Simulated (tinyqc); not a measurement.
Worked calculation: UHF in the sto-3g basis, for H3, spin multiplicity 2. Computed by tinyqc, a small Python program that keeps every step (integrals from PySCF). Settings: charge = 0, multiplicity = 2, basis = sto-3g, energy threshold = 1e-08, iteration cap = 53, orthogonalisation = symmetric, start = core, DIIS depth = 0, method = UHF. Command: `OMP_NUM_THREADS=1 python tinyqc.py 25982 25983 out.jsonl` (the two numbers bound the seeds that draw the settings). One thread of a shared host (Intel(R) Xeon(R) Processor @ 2.60GHz), about 0.09 s of CPU time with the checks. Later iterations appear only in the table of the cycle.

## One-electron integrals

Geometry (angstrom):

| atom | x | y | z |
|---|---|---|---|
| H | 0.000000 | 0.000000 | 0.000000 |
| H | 0.000000 | 0.000000 | 1.237000 |
| H | 0.000000 | 0.000000 | -1.237000 |

Basis sto-3g: exponents (1/bohr^2) and contraction coefficients of normalised primitives:

| element | l (shell) | exponent | coefficient |
|---|---|---|---|
| H | s (1) | 3.425251 | 0.154329 |
| H | s (1) | 0.623914 | 0.535328 |
| H | s (1) | 0.168855 | 0.444635 |

Overlap, kinetic and nuclear-attraction integrals over the contracted functions; the nuclear repulsion is the sum of Za Zb / Rab.

nuclear repulsion = 1.06947698 hartree

overlap S:
```
          1H 1s     2H 1s     3H 1s
1H 1s  1.000000  0.368745  0.368745
2H 1s  0.368745  1.000000  0.051985
3H 1s  0.368745  0.051985  1.000000
```

kinetic energy T (hartree):
```
          1H 1s      2H 1s      3H 1s
1H 1s  0.760032   0.045099   0.045099
2H 1s  0.045099   0.760032  -0.010812
3H 1s  0.045099  -0.010812   0.760032
```

nuclear attraction V (hartree):
```
           1H 1s      2H 1s      3H 1s
1H 1s  -2.071906  -0.637848  -0.637848
2H 1s  -0.637848  -1.863150  -0.083116
3H 1s  -0.637848  -0.083116  -1.863150
```

core Hamiltonian H = T + V (hartree):
```
           1H 1s      2H 1s      3H 1s
1H 1s  -1.311874  -0.592748  -0.592748
2H 1s  -0.592748  -1.103118  -0.093928
3H 1s  -0.592748  -0.093928  -1.103118
```

## Two-electron integrals

Functions are numbered as in S; the eight-fold symmetry (ij|kl) = (ji|kl) = (kl|ij) leaves the list below.

Two-electron integrals (ij|kl) in chemists' order, unique and non-zero (hartree):
```
(11|11) 0.774606   (21|11) 0.213632   (21|21) 0.082078   (22|11) 0.407842
(22|21) 0.213632   (22|22) 0.774606   (31|11) 0.213632   (31|21) 0.055463
(31|22) 0.106344   (31|31) 0.082078   (32|11) 0.029257   (32|21) 0.009434
(32|22) 0.021513   (32|31) 0.009434   (32|32) 0.001306   (33|11) 0.407842
(33|21) 0.106344   (33|22) 0.213782   (33|31) 0.213632   (33|32) 0.021513
(33|33) 0.774606
```

## Orthogonalisation

S = U s U^T; symmetric (Loewdin) form X = U s^(-1/2) U^T, so that X^T S X = 1.

eigenvalues of S: 0.503861  0.948015  1.548125

X:
```
           1H 1s      2H 1s      3H 1s
1H 1s   1.121306  -0.213663  -0.213663
2H 1s  -0.213663   1.059118   0.032066
3H 1s  -0.213663   0.032066   1.059118
```

## Starting guess

The start is the orbitals of the core Hamiltonian; D(s) = C_occ C_occ^T for each spin.

D(alpha) at the start:
```
          1H 1s      2H 1s      3H 1s
1H 1s  0.563036   0.197465   0.197465
2H 1s  0.197465   0.596672  -0.458164
3H 1s  0.197465  -0.458164   0.596672
```

D(beta) at the start:
```
          1H 1s     2H 1s     3H 1s
1H 1s  0.563036  0.197465  0.197465
2H 1s  0.197465  0.069254  0.069254
3H 1s  0.197465  0.069254  0.069254
```

## Iteration 1: building the Fock matrix

J_ij = sum D_kl (ij|kl) with D = D(alpha) + D(beta), K_ij = sum D_kl (ik|jl) for each spin; F = H + J - K(s); E = tr D H + tr D J / 2 - 0.5 sum_s tr D(s) K(s) + E_nn.

Coulomb J (hartree):
```
          1H 1s     2H 1s     3H 1s
1H 1s  1.730168  0.554945  0.554945
2H 1s  0.554945  1.353455  0.075485
3H 1s  0.554945  0.075485  1.353455
```

exchange K(alpha) (hartree):
```
          1H 1s     2H 1s     3H 1s
1H 1s  0.651994  0.313805  0.313805
2H 1s  0.313805  0.577560  0.004079
3H 1s  0.313805  0.004079  0.577560
```

exchange K(beta) (hartree):
```
          1H 1s     2H 1s     3H 1s
1H 1s  0.623920  0.257220  0.257220
2H 1s  0.257220  0.191023  0.094827
3H 1s  0.257220  0.094827  0.191023
```

F(alpha) (hartree):
```
           1H 1s      2H 1s      3H 1s
1H 1s  -0.233701  -0.351609  -0.351609
2H 1s  -0.351609  -0.327224  -0.022522
3H 1s  -0.351609  -0.022522  -0.327224
```

F(beta) (hartree):
```
           1H 1s      2H 1s      3H 1s
1H 1s  -0.205626  -0.295023  -0.295023
2H 1s  -0.295023   0.059314  -0.113271
3H 1s  -0.295023  -0.113271   0.059314
```

total energy of this density = -1.40312295 hartree

## Iteration 1: diagonalisation and new density

Diagonalise F' = X^T F X, C = X C', fill 2 alpha and 1 beta electrons from the bottom; D(s) = C_occ C_occ^T. Each column has its largest component positive (the first on a tie).

F' = X^T F X (alpha) (hartree):
```
           1          2          3
1   0.011184  -0.324783  -0.324783
2  -0.324783  -0.215640   0.105770
3  -0.324783   0.105770  -0.215640
```

orbital energies (alpha) (hartree): MO1 -0.512626, MO2 -0.321410, MO3 0.413941

coefficients C (alpha):
```
            MO1        MO2        MO3
1H 1s  0.512085   0.000000   1.042305
2H 1s  0.439271   0.726236  -0.669354
3H 1s  0.439271  -0.726236  -0.669354
```

F' = X^T F X (beta) (hartree):
```
           1          2          3
1   0.019262  -0.326069  -0.326069
2  -0.326069   0.187081   0.005033
3  -0.326069   0.005033   0.187081
```

orbital energies (beta) (hartree): MO1 -0.363473, MO2 0.182048, MO3 0.574848

coefficients C (beta):
```
            MO1        MO2        MO3
1H 1s  0.669846   0.000000   0.948650
2H 1s  0.328374   0.726236  -0.730181
3H 1s  0.328374  -0.726236  -0.730181
```

D(alpha) after iteration 1:
```
          1H 1s      2H 1s      3H 1s
1H 1s  0.262231   0.224944   0.224944
2H 1s  0.224944   0.720377  -0.334459
3H 1s  0.224944  -0.334459   0.720377
```

D(beta) after iteration 1:
```
          1H 1s     2H 1s     3H 1s
1H 1s  0.448694  0.219960  0.219960
2H 1s  0.219960  0.107829  0.107829
3H 1s  0.219960  0.107829  0.107829
```

## Iteration 2: building the Fock matrix

As before.

Coulomb J (hartree):
```
          1H 1s     2H 1s     3H 1s
1H 1s  1.593164  0.534991  0.534991
2H 1s  0.534991  1.383501  0.072631
3H 1s  0.534991  0.072631  1.383501
```

exchange K(alpha) (hartree):
```
          1H 1s     2H 1s     3H 1s
1H 1s  0.476501  0.307252  0.307252
2H 1s  0.307252  0.666437  0.025688
3H 1s  0.307252  0.025688  0.666437
```

exchange K(beta) (hartree):
```
          1H 1s     2H 1s     3H 1s
1H 1s  0.565184  0.258790  0.258790
2H 1s  0.258790  0.223264  0.103651
3H 1s  0.258790  0.103651  0.223264
```

F(alpha) (hartree):
```
           1H 1s      2H 1s      3H 1s
1H 1s  -0.195211  -0.365009  -0.365009
2H 1s  -0.365009  -0.386055  -0.046985
3H 1s  -0.365009  -0.046985  -0.386055
```

F(beta) (hartree):
```
           1H 1s      2H 1s      3H 1s
1H 1s  -0.283895  -0.316547  -0.316547
2H 1s  -0.316547   0.057118  -0.124948
3H 1s  -0.316547  -0.124948   0.057118
```

total energy of this density = -1.47905958 hartree

## Iteration 2: diagonalisation and new density

As before.

F' = X^T F X (alpha) (hartree):
```
           1          2          3
1   0.064815  -0.332203  -0.332203
2  -0.332203  -0.275350   0.082313
3  -0.332203   0.082313  -0.275350
```

orbital energies (alpha) (hartree): MO1 -0.551287, MO2 -0.357663, MO3 0.423064

coefficients C (alpha):
```
            MO1        MO2        MO3
1H 1s  0.439646   0.000000   1.074869
2H 1s  0.483994   0.726236  -0.637764
3H 1s  0.483994  -0.726236  -0.637764
```

F' = X^T F X (beta) (hartree):
```
           1          2          3
1  -0.059787  -0.332384  -0.332384
2  -0.332384   0.190286  -0.001765
3  -0.332384  -0.001765   0.190286
```

orbital energies (beta) (hartree): MO1 -0.421814, MO2 0.192050, MO3 0.550549

coefficients C (beta):
```
            MO1        MO2        MO3
1H 1s  0.703997   0.000000   0.923591
2H 1s  0.301526   0.726236  -0.741671
3H 1s  0.301526  -0.726236  -0.741671
```

D(alpha) after iteration 2:
```
          1H 1s      2H 1s      3H 1s
1H 1s  0.193288   0.212786   0.212786
2H 1s  0.212786   0.761669  -0.293168
3H 1s  0.212786  -0.293168   0.761669
```

D(beta) after iteration 2:
```
          1H 1s     2H 1s     3H 1s
1H 1s  0.495611  0.212274  0.212274
2H 1s  0.212274  0.090918  0.090918
3H 1s  0.212274  0.090918  0.090918
```

## Iteration 18 (converged): orbitals

converged F(alpha) (hartree):
```
           1H 1s      2H 1s      3H 1s
1H 1s  -0.081568  -0.344320  -0.344320
2H 1s  -0.344320  -0.432934  -0.055258
3H 1s  -0.344320  -0.055258  -0.432934
```

converged F(beta) (hartree):
```
           1H 1s      2H 1s      3H 1s
1H 1s  -0.381458  -0.314721  -0.314721
2H 1s  -0.314721   0.109925  -0.111854
3H 1s  -0.314721  -0.111854   0.109925
```

As before.

F' = X^T F X (alpha) (hartree):
```
           1          2          3
1   0.182839  -0.319369  -0.319369
2  -0.319369  -0.333005   0.065382
3  -0.319369   0.065382  -0.333005
```

orbital energies (alpha) (hartree): MO1 -0.547092, MO2 -0.398387, MO3 0.462308

coefficients C (alpha):
```
            MO1        MO2        MO3
1H 1s  0.333058   0.000000   1.112521
2H 1s  0.543709   0.726236  -0.587686
3H 1s  0.543709  -0.726236  -0.587686
```

F' = X^T F X (beta) (hartree):
```
           1          2          3
1  -0.178189  -0.321973  -0.321973
2  -0.321973   0.245159   0.011218
3  -0.321973   0.011218   0.245159
```

orbital energies (beta) (hartree): MO1 -0.465430, MO2 0.233941, MO3 0.543619

coefficients C (beta):
```
            MO1        MO2        MO3
1H 1s  0.787155   0.000000   0.853825
2H 1s  0.230961   0.726236  -0.766584
3H 1s  0.230961  -0.726236  -0.766584
```

D(alpha) after iteration 18:
```
          1H 1s      2H 1s      3H 1s
1H 1s  0.110927   0.181086   0.181086
2H 1s  0.181086   0.823037  -0.231799
3H 1s  0.181086  -0.231799   0.823037
```

D(beta) after iteration 18:
```
          1H 1s     2H 1s     3H 1s
1H 1s  0.619614  0.181802  0.181802
2H 1s  0.181802  0.053343  0.053343
3H 1s  0.181802  0.053343  0.053343
```

## Convergence

Stop when the energy changes by less than 1e-08 hartree and every element of the error matrix X^T (F D S - S D F) X (for each spin) is below 3e-05.

Course of the cycle:

| iteration | E (hartree) | change | largest element of the error matrix |
|---|---|---|---|
| 1 | -1.40312295 | - | 1.55e-01 |
| 2 | -1.47905958 | -7.59e-02 | 4.70e-02 |
| 3 | -1.48858980 | -9.53e-03 | 2.55e-02 |
| 4 | -1.49258578 | -4.00e-03 | 1.61e-02 |
| 5 | -1.49426123 | -1.68e-03 | 1.02e-02 |
| 6 | -1.49493620 | -6.75e-04 | 6.39e-03 |
| 7 | -1.49520051 | -2.64e-04 | 3.97e-03 |
| 8 | -1.49530211 | -1.02e-04 | 2.45e-03 |
| 9 | -1.49534070 | -3.86e-05 | 1.51e-03 |
| 10 | -1.49535525 | -1.46e-05 | 9.24e-04 |
| 11 | -1.49536072 | -5.46e-06 | 5.66e-04 |
| 12 | -1.49536276 | -2.04e-06 | 3.46e-04 |
| 13 | -1.49536352 | -7.64e-07 | 2.11e-04 |
| 14 | -1.49536381 | -2.85e-07 | 1.29e-04 |
| 15 | -1.49536391 | -1.06e-07 | 7.88e-05 |
| 16 | -1.49536395 | -3.96e-08 | 4.81e-05 |
| 17 | -1.49536397 | -1.48e-08 | 2.94e-05 |
| 18 | -1.49536397 | -5.50e-09 | 1.79e-05 |

PySCF UHF in the same basis, after a stability check = -1.49536398 hartree

Converged in 18 iterations.

## Populations, bond orders and dipole

Mulliken: Z minus the diagonal of D S on the atom; Loewdin: the same with S^(1/2) D S^(1/2); Mayer order: 2 sum_s sum (D(s) S)_ij (D(s) S)_ji over the two atoms.

Charges (e):

| atom | Mulliken | Loewdin | Mulliken spin |
|---|---|---|---|
| 1H | 0.001832 | 0.007799 | -0.509214 |
| 2H | -0.000916 | -0.003899 | 0.754607 |
| 3H | -0.000916 | -0.003899 | 0.754607 |

Mayer bond orders:

| pair | order |
|---|---|
| 2-1 | 0.370349 |
| 3-1 | 0.370349 |
| 3-2 | 0.060219 |

dipole moment about the origin, x y z (debye): 0.000000  0.000000  0.000000

<S^2> of the determinant (pure state: 0.75) = 0.942269
